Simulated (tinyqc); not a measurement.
Finite-size error of a charged defect in a periodic cell: Madelung and Makov-Payne terms. Changing the cell length L. Computed by tinyqc, a small Python program. Command: `OMP_NUM_THREADS=1 python tinyqc.py 3018677 3018678 out.jsonl imagecharge sweep`. One thread of a shared host (Intel(R) Xeon(R) Processor @ 2.30GHz), about 0.08 s of CPU time with the checks.

L is the cube root of the cell volume. The defect charge is a Gaussian, rho(r) = q (2 pi sigma^2)^(-3/2) exp(-r^2/2 sigma^2), repeated periodically in a uniform neutralising background and screened by a continuum. The model cell energy is E(L) = E_0 + [periodic - isolated electrostatic energy].

Inputs (values chosen for the exercise, with screening close to that of CdS): charge q = -1 e; dielectric constant eps = 8.47; width sigma of the defect charge = 1.6 angstrom; formation energy of the isolated defect E_0 = 5.727 eV.

Supercell lattice: fcc. Screening: isotropic.

Constants: e^2/(4 pi eps_0) = 14.39964548 eV angstrom.

Method:
- Cell vectors: (0,1,1), (1,0,1), (1,1,0), scaled to volume L^3.
- Ewald sum for a unit point charge: scale each Cartesian component of the cell by 1/sqrt(eps_i), giving R', G' and V'; E = [ (1/2) sum erfc(eta R')/R' + (2 pi/V') sum exp(-G'^2/4 eta^2)/G'^2 - eta/sqrt(pi) - pi/(2 V' eta^2) ] e^2/(4 pi eps_0) / sqrt(eps_x eps_y eps_z), over n_i = -6..6, omitting n = (0,0,0), eta = 2/V'^(1/3). alpha = -2 E eps_g L/(e^2/(4 pi eps_0)), eps_g = (eps_x eps_y eps_z)^(1/3).
- Periodic energy of the Gaussian: (2 pi q^2/V) sum_(G != 0) exp(-sigma^2 G^2)/(G.eps.G) x e^2/(4 pi eps_0), n_i = -k..k with k = max(9, L/sigma rounded up). Isolated energy: q^2/(2 sqrt(pi) sigma) <1/(n.eps.n)> e^2/(4 pi eps_0), the mean over directions n, here 1/eps.

One run for each value:
```
cell length L (angstrom)  finite-size error (eV)  point-charge correction -q^2 E (eV)  E(L) (eV)
6.5                                      -0.2799                               0.3777      5.447
8.1                                      -0.2517                               0.3031      5.475
10.0                                     -0.2182                               0.2455      5.509
13.0                                     -0.1764                               0.1889      5.551
16.0                                     -0.1468                               0.1534      5.580
19.0                                     -0.1252                               0.1292      5.602
24.0                                     -0.1003                               0.1023      5.627
30.0                                     -0.0808                               0.0818      5.646
```

What does the table show, and why?

Over the rows, finite-size error (eV) rises from -0.280 to -0.0808 (exponent d ln y / d ln x -0.48 between the first rows and -0.97 between the last); point-charge correction -q^2 E (eV) falls from 0.378 to 0.0818 (exponent d ln y / d ln x about -1.0 throughout); E(L) (eV) rises from 5.45 to 5.65 (exponent d ln y / d ln x 0.023 between the first rows and 0.015 between the last). At the high end the exponent of finite-size error is -0.97, close to -1: the Madelung term rules in large cells. The exponent of point-charge correction -q^2 E stays at -1: the Madelung term goes as 1/L.

Caution (rows 6.50): the nearest image is closer than five widths, so the tails of the charge clouds overlap and the expansion in 1/L is no longer exact.
